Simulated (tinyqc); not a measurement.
Inside a calculation. Model: deep-level transient spectroscopy (DLTS) of one majority-carrier trap. Computed by tinyqc, a small Python program that keeps every step. Command: `OMP_NUM_THREADS=1 python tinyqc.py 3010024 3010025 out.jsonl dlts walk`. One thread of a shared host (Intel(R) Xeon(R) Processor @ 2.30GHz), about 0.05 s of CPU time with the checks. Intermediate numbers are printed to about 6 digits and carried at full precision; extremes and crossings named in words are read from the listed rows.

A filling pulse loads the traps in a one-sided junction; under reverse bias they empty at the rate e, and the capacitance relaxes as C(t) = C_0 - dC exp(-e t). The signal is S = [C(t_2) - C(t_1)]/dC.

Inputs (values chosen for the exercise, for a model semiconductor): density-of-states mass m = 0.228 m_0; valleys M = 4; trap depth E_t = 0.274 eV; cross-section sigma_0 = 1.8e-16 cm^2; degeneracy ratio g = 1; gate time t_1 = 0.0008 s; ratio t_2/t_1 = 2.5; temperature T = 123 K; doping N = 6e+14 cm^-3; trap density N_t = 7e+11 cm^-3; dielectric constant eps = 17; built-in voltage V_b = 0.59 V; reverse bias V_r = 9.9 V; diode area = 0.00079 cm^2; mean field F = 18000 V/cm.

Carriers: electrons. Extra term: Poole-Frenkel lowering.

Constants: k_B = 8.617333262e-05 eV/K; k_B = 1.380649e-23 J/K; m_0 = 9.1093837015e-31 kg; h = 6.62607015e-34 J s; e = 1.602176634e-19 C; eps_0 = 8.8541878128e-12 F/m.

## Emission rate at T

e = g sigma v N_b exp(-E/k_B T), v = sqrt(3 k_B T/m), N_b = 2 M (2 pi m k_B T/h^2)^(3/2), sigma = sigma_0, E = E_t - dE with the one-dimensional Poole-Frenkel lowering dE = sqrt(e^3 F/(pi eps eps_0)), F being held as an input apart from the bias (the centre is charged when empty).

thermal velocity v = 1.56618e+07 cm/s

N_b = 2.86886e+18 cm^-3

sigma = 1.80e-16 cm^2

E = 0.249305 eV

emission rate e = 0.493027 1/s

## Rate window and signal

S(e) = exp(-e t_1) - exp(-e t_2) peaks at the rate window e_0 = ln(t_2/t_1)/(t_2 - t_1).

rate window e_0 = 763.576 1/s

peak height S_max = 0.325730

signal at T = 5.91224e-04

At this T the trap empties slower than the window, by a factor 1550: the point lies on the low-temperature side of the peak.

## Peak temperature and width

T_p solves e(T) = e_0 (bisection between 15 and 1500 K); the half-height points solve S = S_max/2 on either side.

peak temperature T_p = 171.762 K

lower half-height point = 159.146 K

upper half-height point = 181.822 K

full width = 22.6753 K

The width is 13.2 % of T_p, and E_t is 18.5 k_B T_p.

## Peaks for six windows

t_1 is scaled by 0.1, 0.3, 1, 3, 10 and 30 at fixed t_2/t_1; each T_p by bisection.

Arrhenius data:
```
t_1 (s)  e_0 (1/s)  T_p (K)  1/(k_B T_p) (1/eV)  ln(e_0/T_p^2)
0.00008    7635.76  195.482             59.3635       -1.61034
0.00024    2545.25  183.441             63.2602       -2.58180
0.00080     763.58  171.762             67.5617       -3.65420
0.00240     254.53  162.273             71.5125       -4.63915
0.00800      76.36  152.957             75.8676       -5.72489
0.02400      25.45  145.306             79.8626       -6.72087
```

## Arrhenius fit

Least squares of ln(e_0/T_p^2) on 1/(k_B T_p): slope -E_a, intercept ln(gamma sigma_a) with gamma = v N_b/T^2 = sqrt(3 k_B/m) 2 M (2 pi m k_B/h^2)^(3/2). For comparison, the slope of ln e_0 alone.

apparent depth E_a = 0.249305 eV

intercept = 13.1892

gamma = 2.96991e+21 cm^-2 s^-1 K^-2

apparent cross-section = 1.80000e-16 cm^2

slope without T^2 = 0.278205 eV

The apparent depth is 0.2493 eV against E_t = 0.274 eV, and the apparent cross-section is 1.00 times sigma_0: the field lowers the slope, so the depth must be extrapolated to zero field against sqrt(F). Leaving out the T^2 factor overstates the slope by 29 meV, about 2 k_B T_p.

## Signal size and trap density

W = sqrt(2 eps eps_0 (V_b + V_r)/(e N)), C_0 = eps eps_0 area/W. The pulse goes to zero bias, W_0 = W(V_r = 0). Traps within lambda = sqrt(2 eps eps_0 (E_t - E_F)/(e^2 N)) of the depletion edge stay filled, with E_F = k_B T_p ln(N_b/N) from the band, N_b = 2 M (2 pi m k_B T_p/h^2)^(3/2) (dopants taken as fully ionised). dC = C_0 (N_t/2N) f, f = [(W - lambda)^2 - max(W_0 - lambda, 0)^2]/W^2. The simple estimate is 2 N dC/C_0.

depletion width W = 5.73153 micrometre

C_0 = 2.07469 pF

lambda = 0.664926 micrometre

f = 0.766758

transient amplitude dC = 0.927960 fF

simple estimate of N_t = 5.36731e+11 cm^-3

The simple estimate finds 77 % of the traps.

Checks made by the program: the maximum of S(T) on a fine grid against T_p (relative difference below 1e-10).
